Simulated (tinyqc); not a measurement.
Inside a calculation. Method: CIS on RHF in the sto-6g basis, for H4, spin multiplicity 1. One step of it, computed by the program tinyqc.

Question. CIS matrix, singlets. A(ia,jb) = (e_a - e_i) d_ij d_ab + 2 (ia|jb) - (ij|ab).

orbital energies (hartree): MO1 -0.705968, MO2 -0.385037, MO3 0.336924, MO4 1.134300

Two-electron integrals over orbitals (pq|rs), unique and non-zero (hartree):
```
(11|11) 0.541326    (21|11) -0.000187   (21|21) 0.145991    (22|11) 0.458567
(22|21) 0.000149    (22|22) 0.480329    (31|11) -0.094742   (31|21) -0.000157
(31|22) 0.009510    (31|31) 0.105973    (32|11) -0.000291   (32|21) 0.105926
(32|22) 0.000134    (32|31) 0.000055    (32|32) 0.148695    (33|11) 0.474542
(33|21) 0.000097    (33|22) 0.474923    (33|31) -0.012386   (33|32) 0.000059
(33|33) 0.496757    (41|11) 0.000188    (41|21) -0.049339   (41|22) -0.000040
(41|31) -0.000080   (41|32) 0.039515    (41|33) -0.000024   (41|41) 0.098498
(42|11) -0.094938   (42|21) -0.000119   (42|22) -0.005441   (42|31) 0.093214
(42|32) 0.000088    (42|33) -0.006315   (42|41) -0.000068   (42|42) 0.099965
(43|11) -0.000164   (43|21) 0.137571    (43|22) 0.000167    (43|31) -0.000142
(43|32) 0.105775    (43|33) 0.000116    (43|41) -0.047621   (43|42) -0.000125
(43|43) 0.150141    (44|11) 0.573657    (44|21) -0.000147   (44|22) 0.492724
(44|31) -0.101256   (44|32) -0.000281   (44|33) 0.514995    (44|41) 0.000188
(44|42) -0.107908   (44|43) -0.000137   (44|44) 0.648843
```

Give: CIS matrix A, singlet.

Answer.

CIS matrix A, singlet (hartree):
```
        1>3      1>4      2>3     2>4
1>3  0.7803   0.0000   0.0000  0.0489
1>4  0.0000   1.4636  -0.0585  0.0000
2>3  0.0000  -0.0585   0.5444  0.0000
2>4  0.0489   0.0000   0.0000  1.2265
```
